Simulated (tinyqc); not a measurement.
Worked calculation: Pariser-Parr-Pople SCF with singles CI, for the molecule C=Cc1ccccc1 (SMILES; centres numbered as the heavy atoms are written). One step of it, computed by the program tinyqc.

Task: Iteration 1: orbitals and new P. Diagonalise F (the basis is taken as orthonormal) and form P = 2 sum c c over the lowest orbitals; 0.3 of the old P is kept.

F (eV), order 1C, 2C, 3C, 4C, 5C, 6C, 7C, 8C:
```
[[-5.595000, -4.825992, 0.000000, 0.364145, 0.000000, -0.231904, 0.000000, 0.444516],
 [-4.825992, -5.595000, -3.474744, 0.000000, 0.069852, 0.000000, 0.069843, 0.000000],
 [0.000000, -3.474744, -5.595000, -4.021307, 0.000000, 0.529801, 0.000000, -4.020606],
 [0.364145, 0.000000, -4.021307, -5.595000, -4.203820, 0.000000, 0.565102, 0.000000],
 [0.000000, 0.069852, 0.000000, -4.203820, -5.595000, -4.150815, 0.000000, 0.565136],
 [-0.231904, 0.000000, 0.529801, 0.000000, -4.150815, -5.595000, -4.150467, 0.000000],
 [0.000000, 0.069843, 0.000000, 0.565102, 0.000000, -4.150467, -5.595000, -4.203820],
 [0.444516, 0.000000, -4.020606, 0.000000, 0.565136, 0.000000, -4.203820, -5.595000]]
```

pi electrons, sum of z_r less the charge = 8

P at the start, order 1C, 2C, 3C, 4C, 5C, 6C, 7C, 8C:
```
[[1.000000, 0.911344, 0.000000, -0.252725, 0.000000, 0.204237, 0.000000, -0.252725],
 [0.911344, 1.000000, 0.405894, 0.000000, -0.048488, 0.000000, -0.048488, 0.000000],
 [0.000000, 0.405894, 1.000000, 0.610131, 0.000000, -0.301212, 0.000000, 0.610131],
 [-0.252725, 0.000000, 0.610131, 1.000000, 0.678703, 0.000000, -0.321297, 0.000000],
 [0.000000, -0.048488, 0.000000, 0.678703, 1.000000, 0.658619, 0.000000, -0.321297],
 [0.204237, 0.000000, -0.301212, 0.000000, 0.658619, 1.000000, 0.658619, 0.000000],
 [0.000000, -0.048488, 0.000000, -0.321297, 0.000000, 0.658619, 1.000000, 0.678703],
 [-0.252725, 0.000000, 0.610131, 0.000000, -0.321297, 0.000000, 0.678703, 1.000000]]
```

Give: orbital energies; P after iteration 1.

Result:

orbital energies (eV): [-13.6720, -11.6289, -10.3643, -9.3924, -1.7976, -0.8257, 0.4389, 2.4820]

P after iteration 1, order 1C, 2C, 3C, 4C, 5C, 6C, 7C, 8C:
```
[[1.0000, 0.9215, 0.0000, -0.2373, 0.0000, 0.1869, 0.0000, -0.2433],
 [0.9215, 1.0000, 0.3835, 0.0000, -0.0440, 0.0000, -0.0387, 0.0000],
 [0.0000, 0.3835, 1.0000, 0.6155, 0.0000, -0.3070, 0.0000, 0.6161],
 [-0.2373, 0.0000, 0.6155, 1.0000, 0.6783, 0.0000, -0.3234, 0.0000],
 [0.0000, -0.0440, 0.0000, 0.6783, 1.0000, 0.6591, 0.0000, -0.3218],
 [0.1869, 0.0000, -0.3070, 0.0000, 0.6591, 1.0000, 0.6605, 0.0000],
 [0.0000, -0.0387, 0.0000, -0.3234, 0.0000, 0.6605, 1.0000, 0.6764],
 [-0.2433, 0.0000, 0.6161, 0.0000, -0.3218, 0.0000, 0.6764, 1.0000]]
```
